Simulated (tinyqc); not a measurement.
Ellipsoidal valleys in the axes of a wafer and a channel: sweeps and comparisons. A value that a table varies takes the place of the one given here.

Valleys with axes a along x, y and z, two valleys each; inverse mass tensor w = 1/mt + (1/ml - 1/mt) a a. Device axes: z = nz/|nz|, x = nx/|nx|, y = z cross x; in them a = (ax, ay, az). Confinement mass mz = 1/w_zz. In the plane w_ij is replaced by u_ij = w_ij - w_iz w_jz/w_zz (i, j = x, y); density-of-states mass md = 1/sqrt(det u); conductivity mass along x mc = 1/u_xx; ballistic transport mass mx = u_yy/det u, width mass my = 1/u_yy.

Hard walls: E_n = c (n pi/t)^2/mz, c = hbar^2/2m0, n = 1, 2, 3. Non-degenerate share of a valley proportional to md sum_n exp(-E_n/kT); mean 1/mc = sum of share/mc. 1 nm = 10 angstrom.

Constants: hbar^2/2m0 = 3.80998211 eV angstrom^2; kB = 8.617333262e-05 eV/K.

Values chosen for the exercise (near those of the Delta valleys of Si; shifted at random, so the results belong to these values and not to a real crystal): ml = 0.884 m0 (longitudinal mass); mt = 0.19 m0 (transverse mass); t = 4.7 nm (thickness of the film); T = 77 K (temperature); nz = (1, 1, 0) (surface normal (confinement)); nx = (1, -1, 1) (channel direction).

## Wafer and channel orientation

For each face/channel: the lowest ladder (mz, number of valleys, md, E1, share) and the mean conductivity mass over all valleys.

Results:
```
face/channel,mz,valleys,md,E1 (meV),share,mean mc
(001)/[110],0.884,2,0.190,19.3,1.000,0.1900
(112)/[11-1],0.399,2,0.283,42.7,0.987,0.4183
(111)/[11-2],0.257,6,0.352,66.1,1.000,0.2943
(111)/[1-10],0.257,6,0.352,66.1,1.000,0.2943
(001)/[100],0.884,2,0.190,19.3,1.000,0.1900
(110)/[1-10],0.313,4,0.319,54.4,0.997,0.5339
(110)/[001],0.313,4,0.319,54.4,0.997,0.1905
```

What can be read from the table?

The mean conductivity mass is lowest, 0.1900, for (001)/[110] and (001)/[100] and highest, 0.5339, for (110)/[1-10]; the bulk value is 0.2573. The confinement energy is lowest on the face with the heaviest mz ((001), 19 meV). The density of states of the lowest ladder, valleys times md, runs between 0.380 and 2.113; a small value limits the charge through the quantum capacitance.

## Thickness of the film

Share of the lowest ladder and mean conductivity mass.

Results:
```
t (nm),lowest E1 (meV),spread of E1 (meV),share of the lowest ladder,mean mc
2.0,300.6,194.2,1.000,0.3338
3.0,133.6,86.3,1.000,0.3338
4.0,75.1,48.6,1.000,0.3338
5.0,48.1,31.1,0.994,0.3332
7.0,24.5,15.9,0.944,0.3284
10.0,12.0,7.8,0.835,0.3182
14.0,6.1,4.0,0.749,0.3106
```

What does this show, and why?

The spread falls as 1/t^2 and passes kT = 6.6 meV between t = 10 and 14 nm; the share of the lowest ladder goes from 1.000 to 0.749 and the mean mass goes from 0.3338 to 0.3106, against 0.3037 for equal shares, the limit of a thick film (the bulk value 3/(1/ml + 2/mt) is 0.2573; the two differ since axes are tilted in the x-z plane and in a quantised film no valley carries current across it; once scattering blurs the subbands the bulk value returns). Three subbands a valley become too few once E3 nears kT. In the thinnest rows E1 (301 meV) is beyond the parabolic range.

## What each parameter does

Lowest E1, its share and the mean conductivity mass. Each row changes one parameter from the base and keeps the others.

Results:
```
case,lowest E1 (meV),share,mean mc (m0)
base,54.42,0.9968,0.3335
ml = 0.796 m0,55.49,0.9963,0.3216
mt = 0.209 m0,50.35,0.9942,0.3547
t = 5.17 nm,44.98,0.9920,0.3330
T = 69.3 K,54.42,0.9982,0.3336
```

What can be read from the table?

The largest shifts from the base row, up to three for each result and ties (the steps differ in size, so this ranks the rows, not the parameters). lowest E1 (meV): t -9.45, mt -4.07, ml +1.06; unchanged at the printed digits by T. share: t -0.0048, mt -0.0026, T +0.0014. mean mc (m0): mt +0.0212, ml -0.0119, t -0.0005.

Run: tinyqc, `OMP_NUM_THREADS=1 python tinyqc.py 1880414 1880415 out.jsonl`; Intel(R) Xeon(R) Processor @ 2.30GHz, one thread, shared host; about 0.01 s of CPU time with all checks.
